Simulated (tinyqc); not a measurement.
Four methods from the same start: geometry relaxation of a small cluster. Computed by tinyqc, a small Python program. Command: `OMP_NUM_THREADS=1 python tinyqc.py 3030039 3030040 out.jsonl relax walk`. One thread of a shared host (Intel(R) Xeon(R) Processor @ 2.30GHz), about 0.02 s of CPU time with the checks.

E = sum_i {sum_j A exp(-p (r_ij/r0 - 1)) - xi sqrt(rho_i)}, rho_i = sum_j exp(-2 q (r_ij/r0 - 1)); the force on i is -sum_j w_ij (R_i - R_j)/r_ij with w_ij = -(2p/r0) A exp(-p (r_ij/r0 - 1)) + (xi q/r0) exp(-2 q (r_ij/r0 - 1)) (rho_i^(-1/2) + rho_j^(-1/2)).

Inputs (values chosen for the exercise, for model atoms):
```
quantity,value,unit
length r0,2.47,angstrom
repulsion A,0.15,eV
hopping xi,2.09,eV
decay p,10.9,-
decay q,2.71,-
step factor eta,0.018,angstrom^2/eV
largest number of steps,500,-
```

Potential: Gupta. Method: FIRE.

starting positions (angstrom):
```
,x,y,z
atom 1,0.02,-0.14,0.02
atom 2,2.11,-0.05,0
atom 3,1.29,2.03,0.12
```

Method:
- FIRE with unit mass: if F.v > 0, v = (1 - a) v + a |v| F/|F|, and after more than 5 such steps in a row dt = min(1.1 dt, 5 dt0), a = 0.99 a; else v = 0, a = 0.1, and dt = dt/2 (not at the first step). Then v = v + dt F, R(new) = R + dt v. dt0 = sqrt(eta), a = 0.1 at first.
- No atom moves more than 0.3 angstrom a step (the whole step is scaled). Stop when the largest force component is below 1e-5 eV/angstrom.
- Hessian at the final positions by central differences of the forces; six eigenvalues vanish (translations and rotations). Steepest descent is stable for eta below 2/lambda_max and contracts the softest mode by 1 - eta lambda_min a step.
- Steepest descent: R(new) = R + eta F.
- Conjugate gradient (Polak-Ribiere): d = F + beta d(old), beta = max(0, F.(F - F(old))/|F(old)|^2), d = F at first; step length from one secant, s = eta (F.d)/(F.d - F(R + eta d).d), replaced by eta if that is not positive; R(new) = R + s d.
- BFGS: R(new) = R + B F with the inverse Hessian B = eta 1 at first; with s = R(new) - R, y = F - F(new), rho = 1/(y.s): B(new) = (1 - rho s y^T) B (1 - rho y s^T) + rho s s^T, skipped if y.s is not positive.
- In this comparison each method may take up to 1500 steps.

contraction of the softest mode = 0.706406

non-zero eigenvalues (eV/angstrom^2): [16.3108, 16.3109, 43.3896]

condition number = 2.66018

Cost:
```
method,steps,force calls,final E (eV),calls to reach 1e-2
steepest descent,40,41,-8.9616,21
conjugate gradient,12,25,-8.9616,19
BFGS,9,10,-8.9616,8
FIRE,116,117,-8.9616,40
```

What does the comparison show, and why?

In force calls the order is BFGS (10), conjugate gradient (25), steepest descent (41), FIRE (117). All that converged end at the same energy. Near the minimum steepest descent multiplies the slowest mode by 0.706 in size a step, 7 steps a decade of force, at a condition number of 2.7. On this problem it beats FIRE in force calls.

Extremes, crossings and ranges named in words are read from the listed rows.
